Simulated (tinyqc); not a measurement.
Strained Delta valleys, repopulation and conductivity mass: one step of the calculation.

A cubic crystal with three pairs of conduction valleys along x, y and z under uniaxial stress X along [001] (X > 0 is tension); current along [110]. Non-degenerate electrons, fixed total density, one relaxation time for all valleys and stresses, masses unchanged by strain, so the mobility goes as the mean inverse mass.

Question. Strain tensor. Stress s_ij = X a_i a_j with a the unit vector along [001]; strain e_ii = s11 s_ii + s12 (s_jj + s_kk), e_ij = s44 s_ij/2.

Values chosen for this exercise; values close to those of silicon:
```
symbol,value,unit,meaning
s11,7.82,1/TPa,compliance
s12,-2.13,1/TPa,compliance
s44,12.4,1/TPa,compliance
X,-720,MPa,uniaxial stress (tension positive)
```

Give: strain.

Answer.

strain (%):
```
        x       y        z
x  0.1534  0.0000   0.0000
y  0.0000  0.1534   0.0000
z  0.0000  0.0000  -0.5630
```

Computed by the program tinyqc: `OMP_NUM_THREADS=1 python tinyqc.py 2530055 2530056 out.jsonl`, one thread of a shared Intel Xeon 2.30GHz, about 0.01 s for the whole run.
